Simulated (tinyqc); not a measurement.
# Off-state leakage of single and stacked transistors: subthreshold current against the height of the stack

n-channel devices of unit width. Subthreshold current I(Vg, Vs, Vd) = I0 (T/300 K)^0.5 exp[(Vg - Vs - VT(T) - gb (Vs - Vb) + dd (Vd - Vs))/(nf Vt)] (1 - exp(-(Vd - Vs)/Vt)), VT(T) = VT - cT (T - 300 K). Gate-edge tunnelling Ig (Vd/1 V) exp(ag (Vd - 1 V)), for a gate at 0 V, and band-to-band leakage Ab u exp(-Bb/u), u = Vd - Vb + 1 V, flow at a drain held at V; both are taken as independent of T. In a stack of off transistors (all gates at 0 V) the same subthreshold current passes through each.

All n gates at 0 V, bottom source at 0 V, top drain at V; node voltages follow from equal currents.

Inputs (values chosen for the exercise); values of the order met in bulk silicon logic transistors: temperature T = 300 K; supply voltage V = 0.7 V; threshold at 300 K, zero drain and body bias VT = 0.32 V; fall of the threshold with temperature cT = 0.9 mV/K; current at threshold at 300 K I0 = 0.57 uA/um; slope factor nf = 1.37; drain-induced lowering per volt dd = 0.15; rise of the threshold per volt of source-body bias gb = 0.18; body voltage Vb = 0 V.

Constants: q = 1.602176634e-19 C, kB = 1.380649e-23 J/K, Vt = kB T/q. Results are converted to the units shown.

Subthreshold current against the height of the stack:

| n | I (nA/um) | reduction factor | drain voltage of the bottom device (mV) | source voltage of the top device (mV) | voltage across the top device (V) |
|---|---|---|---|---|---|
| 1 | 1.3167 | 1.0000 | 700.00 | 0 | 0.70000 |
| 2 | 0.086701 | 15.187 | 72.444 | 72.444 | 0.62756 |
| 3 | 0.041886 | 31.436 | 21.417 | 91.817 | 0.60818 |
| 4 | 0.027486 | 47.905 | 12.518 | 103.04 | 0.59696 |
| 5 | 0.020430 | 64.452 | 8.8452 | 110.94 | 0.58906 |
| 6 | 0.016248 | 81.038 | 6.8381 | 117.03 | 0.58297 |

The second transistor cuts the current by a factor of 15.2, the third by a further 2.07 and the sixth by 1.26. The top device keeps 83.3 % of the supply at n = 6, while the drain voltage of the bottom one falls to 0.265 Vt.

Program tinyqc, `OMP_NUM_THREADS=1 python tinyqc.py 2242262 2242263 out.jsonl`; Intel Xeon 2.30GHz, shared host, one thread, about 0.03 s.
